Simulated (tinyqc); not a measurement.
Inside a calculation. Model: one-dimensional ballistic tunnel FET, two-band WKB.

Computed by the program tinyqc: `OMP_NUM_THREADS=1 python tinyqc.py 2620086 2620087 out.jsonl`, one thread of a shared Intel Xeon 2.30GHz, about 0.01 s for the whole run. Printed values are rounded.

A p-type source for x < 0 with its Fermi level at 0 and its valence edge at ds; in the channel the bands fall as D exp(-x/lam) towards their flat values, with the conduction edge at Ec = ds - dP and D = dP + Eg. The gate moves dP one to one. The drain Fermi level lies at -Vd and the drain side reflects nothing. For w = E - Ec between 0 and dP an electron crosses the gap. Two-band dispersion with equal masses m: inside the gap kappa = sqrt(m u (1 - u/Eg)/C), u the distance from a band edge, C = hbar^2/(2 m0).

Inputs (values chosen for the exercise); band and dielectric values those of a made-up semiconductor: temperature T = 350 K; band gap Eg = 0.398 eV; band-edge mass of the two-band model m = 0.025 m0; screening length of the source junction lam = 5.5 nm; source valence edge above the source Fermi level ds = 0.1 eV; drain bias Vd = 0.3 V; number of degenerate subbands (spin apart) g = 2; tunnelling window Ev(source) - Ec(channel) dP = 0.47 eV; energy above the channel conduction edge w0 = 0.36 eV; cells of the path nc = 7; points of the energy grid nE = 11.

Constants: q = 1.602176634e-19 C, kB = 1.380649e-23 J/K, hbar = 1.054571817e-34 J s, h = 6.62607015e-34 J s, m0 = 9.1093837015e-31 kg, Vt = kB T/q, hbar^2/(2 m0) = 0.0380998212 eV nm^2. Results are converted to the units shown.

Range of the model: Where S is below about 2 the WKB prefactor of 1 is a rough guess.

## The path through the gap by the midpoint rule

At w = w0 the path runs from xa = lam ln(D/(w + Eg)) to xb = lam ln(D/w); u(x) = w + Eg - D exp(-x/lam) is the height above the valence edge. Cut it into nc equal cells: S = 2 (cell width) times the sum of kappa at the centres.

xa = 0.7452958 nm
xb = 4.840482 nm

| cell | x (nm) | u (eV) | kappa (1/nm) |
|---|---|---|---|
| 0 | 1.037809 | 0.0392604 | 0.1523821 |
| 1 | 1.622836 | 0.1117860 | 0.2296710 |
| 2 | 2.207862 | 0.1769934 | 0.2539500 |
| 3 | 2.792889 | 0.2356208 | 0.2511534 |
| 4 | 3.377916 | 0.2883324 | 0.2283247 |
| 5 | 3.962942 | 0.3357250 | 0.1856589 |
| 6 | 4.547969 | 0.3783354 | 0.1107511 |

S = 1.651988

## The exponent in closed form

S(w) = 2 lam int_0^Eg kappa(u) du/(w + Eg - u) = 2 pi lam sqrt(m/(C Eg)) [w + Eg/2 - sqrt(w (w + Eg))], T(w) = exp(-S). The common triangular estimate is S = (4/3) lam sqrt(m/C) Eg^1.5/(dP + Eg) for all w.

S(w0) = 1.624941
T(w0) = 0.1969232
triangular S = 1.718363

The midpoint value is 1.7 % above the closed form, and the triangular estimate 5.7 % above it.

## Current on a coarse grid

S(w) = 2 lam int_0^Eg kappa(u) du/(w + Eg - u) = 2 pi lam sqrt(m/(C Eg)) [w + Eg/2 - sqrt(w (w + Eg))], T(w) = exp(-S). I = g (2 q^2/h) int_0^dP T(w) [f(E) - f(E + Vd)] dw, E = ds - dP + w, f(x) = 1/(1 + exp(x/Vt)). Simpson's rule on nE equally spaced points.

| point | w (eV) | T(w) | difference of the f |
|---|---|---|---|
| 0 | 0.0000000 | 1.462725e-4 | 0.08940176 |
| 1 | 0.0470000 | 0.01112645 | 0.3180635 |
| 2 | 0.0940000 | 0.03147231 | 0.6889560 |
| 3 | 0.1410000 | 0.05761065 | 0.9127525 |
| 4 | 0.1880000 | 0.08679504 | 0.9780097 |
| 5 | 0.2350000 | 0.1172184 | 0.9845589 |
| 6 | 0.2820000 | 0.1477470 | 0.9478299 |
| 7 | 0.3290000 | 0.1776931 | 0.7954735 |
| 8 | 0.3760000 | 0.2066562 | 0.4503905 |
| 9 | 0.4230000 | 0.2344188 | 0.1471261 |
| 10 | 0.4700000 | 0.2608791 | 0.03503893 |

I = 5.044850 uA

A converged quadrature gives 5.045 uA; this grid is within 0.01 % of that.
